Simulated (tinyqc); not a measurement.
Mobility of a non-polar semiconductor in the relaxation-time approximation: one step, computed by the program tinyqc. Command: `OMP_NUM_THREADS=1 python tinyqc.py 3013008 3013009 out.jsonl rta walk`. One thread of a shared host (Intel(R) Xeon(R) Processor @ 2.30GHz), about 0.01 s of CPU time with the checks.

Each valley is treated as a sphere of mass m_d for states and rates, with one isotropic relaxation time; the conductivity mass m_c sets the current.

Problem. Rates at a few energies. Parabolic band: E = hbar^2 k^2/(2 m), speed v = hbar k/m, states per spin, volume and energy g(E) = m k/(2 pi^2 hbar^2). Here m = m_d. Masses are multiplied by m_0 and all formulas are in SI units. Phonon occupation N_q = 1/(exp(hbar w/(k_B T)) - 1). Acoustic deformation potential (elastic, equipartition, absorption and emission together): 1/tau = 2 pi k_B T D_A^2 g(E)/(hbar rho v_l^2). Optical or intervalley deformation potential: 1/tau = (pi Z_f D_o^2/(rho w)) [N_q g(E + hbar w) + (N_q + 1) g(E - hbar w)], with g = 0 below the band edge. Each optical term is multiplied by (1 - f(E'))/(1 - f(E)), E' the final energy, for Pauli blocking. Singly charged impurities, momentum relaxation: 1/tau = N_I e^4 m (1 + 2 alpha E) Phi/(8 pi (eps_s eps_0)^2 hbar^3 k^3), with alpha = 0 for a parabolic band. Brooks-Herring: Phi = ln(1 + b) - b/(1 + b), b = 4 k^2 L_s^2.

Inputs (values chosen for the exercise, modelled on electrons in germanium):

| quantity | value | unit |
|---|---|---|
| static permittivity eps_s | 16 | - |
| density rho | 5323 | kg/m^3 |
| sound velocity v_l | 5350 | m/s |
| acoustic deformation potential D_A | 11 | eV |
| phonon energy hbar w | 33 | meV |
| optical or intervalley deformation potential D_o | 5.4 | 1e8 eV/cm |
| final valleys Z_f | 3 | - |
| temperature T | 300 | K |

Band: parabolic. Impurity formula: Brooks-Herring. Further scattering: none.

reduced Fermi level eta = -6.764371

density-of-states mass m_d = 0.2206159 m_0

ionised impurity density N_I = 1.20e+16 1/cm^3

screening length L_s = 43.65401 nm

Constants: k_B = 8.617333262e-05 eV/K; k_B = 1.380649e-23 J/K; e = 1.602176634e-19 C; hbar = 1.054571817e-34 J s; m_0 = 9.1093837015e-31 kg; hbar = 6.582119569e-16 eV s; eps_0 = 8.8541878128e-12 F/m.

Give: Rates (1e12/s) at E = (max(eta, 0) + 0.5, 1, 2, 4) k_B T.

Solution.

Rates (1e12/s) at E = (max(eta, 0) + 0.5, 1, 2, 4) k_B T:

| E (meV) | acoustic | optical | ionised impurity |
|---|---|---|---|
| 12.93 | 1.2600 | 0.4832 | 0.70184 |
| 25.85 | 1.7820 | 0.5469 | 0.28020 |
| 51.70 | 2.5201 | 1.7601 | 0.11042 |
| 103.41 | 3.5639 | 2.9754 | 0.04305 |
